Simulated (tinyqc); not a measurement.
## Bandgap voltage reference from two bipolar transistors: output against temperature

Two transistors of area 1 and N carry the same current I. Is(T) = Is (T/T0)^eta exp[(Vg0 q/kB)(1/T0 - 1/T)], VBE1 = Vt ln(I/Is(T)) + I rb, VBE2 = Vt ln(I/(N Is(T))) + I rb/N. The amplifier forces I R1(T) = VBE1 - VBE2 + Vos, with R(T) = R (1 + tc (T - T0)) for both resistors, and the output is Vref = VBE1 + I R2(T). Base currents and the Early effect are neglected.

Vt = kB T/q; I = (Vt ln N + Vos)/(R1(T) - rb (1 - 1/N)).

Inputs (values chosen for the exercise); values of the order met in silicon bipolar transistors: reference temperature T0 = 300 K; band-gap voltage extrapolated to 0 K Vg0 = 1.187 V; temperature exponent of the saturation current eta = 3.3; saturation current of the unit transistor at T0 Is = 1.3e-18 A; area ratio of the second transistor N = 4; resistor across which the difference of VBE falls, at T0 R1 = 7.5 kohm; temperature coefficient of both resistors tc = 400 ppm/K; offset of the amplifier Vos = 1.6 mV; series resistance of the unit transistor rb = 69 ohm; output resistor at T0 R2 = 101.1 kohm.

Constants: q = 1.602176634e-19 C, kB = 1.380649e-23 J/K. Results are converted to the units shown.

Output against temperature:

| T (K) | I (uA) | VBE1 (V) | I R2 (V) | Vref (V) | Vref - Vref(T0) (mV) | dVref/dT (uV/K) |
|---|---|---|---|---|---|---|
| 218 | 3.838 | 0.8839 | 0.3753 | 1.259 | 1.411 | 19.30 |
| 233 | 4.061 | 0.8598 | 0.3996 | 1.259 | 1.591 | 4.927 |
| 253 | 4.355 | 0.8273 | 0.4320 | 1.259 | 1.509 | -12.95 |
| 273 | 4.644 | 0.7945 | 0.4644 | 1.259 | 1.082 | -29.56 |
| 298 | 4.998 | 0.7530 | 0.5049 | 1.258 | 0.09909 | -48.81 |
| 323 | 5.346 | 0.7110 | 0.5454 | 1.256 | -1.346 | -66.62 |
| 348 | 5.686 | 0.6686 | 0.5859 | 1.255 | -3.222 | -83.21 |
| 373 | 6.020 | 0.6259 | 0.6264 | 1.252 | -5.498 | -98.74 |
| 398 | 6.348 | 0.5827 | 0.6669 | 1.250 | -8.151 | -113.4 |
| 423 | 6.669 | 0.5392 | 0.7074 | 1.247 | -11.16 | -127.2 |

What does the table show?

VBE1 falls by 1.68 mV/K on average and I R2 rises by 1.62 mV/K. The slope of Vref vanishes at T = 238 K. Between 233 and 398 K Vref spans 9.76 mV, or 47.1 ppm/K by the box method (span over the average over T, over 165 K).

Numbers from tinyqc (`OMP_NUM_THREADS=1 python tinyqc.py 2062063 2062064 out.jsonl`; about 0.02 s on one thread of a shared Intel Xeon 2.30GHz).
